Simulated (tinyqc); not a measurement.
Inside a calculation. Method: sp3 tight binding, zinc-blende lattice. Computed by tinyqc, a small Python program that keeps every step. Command: `OMP_NUM_THREADS=1 python tinyqc.py 25823 25824 out.jsonl` (the two numbers bound the seeds that draw the settings). One thread of a shared host (Intel(R) Xeon(R) Processor @ 2.60GHz), about 0.01 s of CPU time with the checks.

## Bloch Hamiltonian at k

Parameters chosen for this model: zinc-blende lattice, anion at 0, cation at a/4 (1,1,1); V = eta hbar^2 / (m d^2), hbar^2/m = 7.619964 eV angstrom^2:
```
parameter          value      unit
a               3.520000  angstrom
d               1.524205  angstrom
Es anion      -19.340000        eV
Ep anion       -8.470000        eV
Es cation     -13.410000        eV
Ep cation      -5.370000        eV
eta ss         -1.320000
eta sp          1.420000
eta pp sigma    2.220000
eta pp pi      -0.630000
V ss           -4.329525        eV
V sp            4.657519        eV
V pp sigma      7.281474        eV
V pp pi        -2.066364        eV
```

k point k (2 pi / a): 0.560000  -0.050000  0.030000

Slater-Koster rules over the four bonds with direction cosines (l, m, n): ss V_ss; s-px l V_sp; px-s -l V_sp; px-px l^2 V_pps + (1 - l^2) V_ppp; px-py l m (V_pps - V_ppp); each times exp(i k.d).

H(k) at k (eV):
```
                       a s                 a px                a py                 a pz
a s             -19.340000             0.000000            0.000000             0.000000
a px              0.000000            -8.470000            0.000000             0.000000
a py              0.000000             0.000000           -8.470000             0.000000
a pz              0.000000             0.000000            0.000000            -8.470000
c s   -10.992726+0.049318i  -0.025340+8.252982i  0.389201-0.537333i  -0.649524+0.321975i
c px    0.025340-8.252982i   2.664903-0.011956i  0.752646-0.373094i  -0.450993+0.622643i
c py   -0.389201+0.537333i   0.752646-0.373094i  2.664903-0.011956i   0.029363-9.563278i
c pz    0.649524-0.321975i  -0.450993+0.622643i  0.029363-9.563278i   2.664903-0.011956i

                       c s                 c px                 c py                 c pz
a s   -10.992726-0.049318i   0.025340+8.252982i  -0.389201-0.537333i   0.649524+0.321975i
a px   -0.025340-8.252982i   2.664903+0.011956i   0.752646+0.373094i  -0.450993-0.622643i
a py    0.389201+0.537333i   0.752646+0.373094i   2.664903+0.011956i   0.029363+9.563278i
a pz   -0.649524-0.321975i  -0.450993-0.622643i   0.029363+9.563278i   2.664903+0.011956i
c s             -13.410000             0.000000             0.000000             0.000000
c px              0.000000            -5.370000             0.000000             0.000000
c py              0.000000             0.000000            -5.370000             0.000000
c pz              0.000000             0.000000             0.000000            -5.370000
```

## Levels at k

Diagonalise the Hermitian matrix.

eigenvalues (eV): -30.374532  -17.194134  -16.999732  -15.997854  -1.338687  1.175449  3.151413  3.308077

weights |c|^2 of the basis functions:
```
        band 1    band 2    band 3    band 4    band 5    band 6    band 7    band 8
a s   0.569205  0.022734  0.000423  0.122902  0.017521  0.256461  0.000093  0.010662
a px  0.037044  0.042786  0.000978  0.391173  0.392280  0.121205  0.000007  0.014528
a py  0.000257  0.292817  0.237125  0.046124  0.001304  0.007961  0.236402  0.178011
a pz  0.000104  0.216584  0.338289  0.020444  0.001605  0.015401  0.186546  0.221027
c s   0.340337  0.032044  0.000752  0.176843  0.095280  0.340209  0.000124  0.014411
c px  0.052454  0.017149  0.000697  0.196452  0.489753  0.223705  0.000010  0.019781
c py  0.000388  0.177748  0.218229  0.026207  0.001265  0.012576  0.321703  0.241884
c pz  0.000212  0.198139  0.203508  0.019856  0.000993  0.022483  0.255113  0.299697
```

## Bloch Hamiltonian at L

k point L (2 pi / a): 0.500000  0.500000  0.500000

As before.

H(k) at L (eV):
```
                      a s                 a px                 a py                 a pz
a s            -19.340000             0.000000             0.000000             0.000000
a px             0.000000            -8.470000             0.000000             0.000000
a py             0.000000             0.000000            -8.470000             0.000000
a pz             0.000000             0.000000             0.000000            -8.470000
c s   -6.122873-6.122873i   3.802849+3.802849i   3.802849+3.802849i   3.802849+3.802849i
c px  -3.802849-3.802849i   1.484333+1.484333i  -4.406613-4.406613i  -4.406613-4.406613i
c py  -3.802849-3.802849i  -4.406613-4.406613i   1.484333+1.484333i  -4.406613-4.406613i
c pz  -3.802849-3.802849i  -4.406613-4.406613i  -4.406613-4.406613i   1.484333+1.484333i

                      c s                 c px                 c py                 c pz
a s   -6.122873+6.122873i  -3.802849+3.802849i  -3.802849+3.802849i  -3.802849+3.802849i
a px   3.802849-3.802849i   1.484333-1.484333i  -4.406613+4.406613i  -4.406613+4.406613i
a py   3.802849-3.802849i  -4.406613+4.406613i   1.484333-1.484333i  -4.406613+4.406613i
a pz   3.802849-3.802849i  -4.406613+4.406613i  -4.406613+4.406613i   1.484333-1.484333i
c s            -13.410000             0.000000             0.000000             0.000000
c px             0.000000            -5.370000             0.000000             0.000000
c py             0.000000             0.000000            -5.370000             0.000000
c pz             0.000000             0.000000             0.000000            -5.370000
```

## Levels at L

As before.

eigenvalues (eV): -28.310080  -22.843541  -15.394018  -15.394018  -1.757307  1.554018  1.554018  6.320928

## Bands along a path

The same steps at evenly spaced points between the labelled ones.

Bands along the path (eV):
```
k             band 1      band 2      band 3      band 4     band 5     band 6     band 7    band 8
L         -28.310080  -22.843541  -15.394018  -15.394018  -1.757307   1.554018   1.554018  6.320928
L-G 0.20  -29.299121  -21.545062  -15.097065  -15.097065  -1.568784   1.257065   1.257065  5.822967
L-G 0.40  -31.036603  -18.859940  -14.262973  -14.262973  -1.118061   0.422973   0.422973  4.424604
L-G 0.60  -32.571821  -15.752300  -13.077775  -13.077775  -0.791183  -0.762225  -0.762225  2.525304
L-G 0.80  -33.590008  -12.826013  -11.917305  -11.917305  -1.922695  -1.922695  -1.510063  1.336084
G         -33.945083  -11.395316  -11.395316  -11.395316  -2.444684  -2.444684  -2.444684  1.195083
G-X 0.20  -33.469825  -12.680168  -12.680168  -12.080026  -2.305444  -1.159832  -1.159832  1.265294
G-X 0.40  -32.084973  -15.142501  -15.142501  -13.969066  -1.891296   1.302501   1.302501  1.355335
G-X 0.60  -29.916647  -17.416063  -17.416063  -16.690379  -1.250891   1.267918   3.576063  3.576063
G-X 0.80  -27.219175  -19.791392  -18.944863  -18.944863  -0.496020   0.916587   5.104863  5.104863
X         -25.180111  -21.976039  -19.479794  -19.479794   0.096039   0.470111   5.639794  5.639794
X-W 0.20  -25.180111  -21.976039  -19.479794  -19.479794   0.096039   0.470111   5.639794  5.639794
X-W 0.40  -25.180111  -21.976039  -19.479794  -19.479794   0.096039   0.470111   5.639794  5.639794
X-W 0.60  -25.180111  -21.976039  -19.479794  -19.479794   0.096039   0.470111   5.639794  5.639794
X-W 0.80  -25.180111  -21.976039  -19.479794  -19.479794   0.096039   0.470111   5.639794  5.639794
W         -25.180111  -21.976039  -19.479794  -19.479794   0.096039   0.470111   5.639794  5.639794
```

With 4 band(s) filled, the highest filled level on these points lies at G and the lowest empty one at G: a gap of 8.9506 eV, direct.
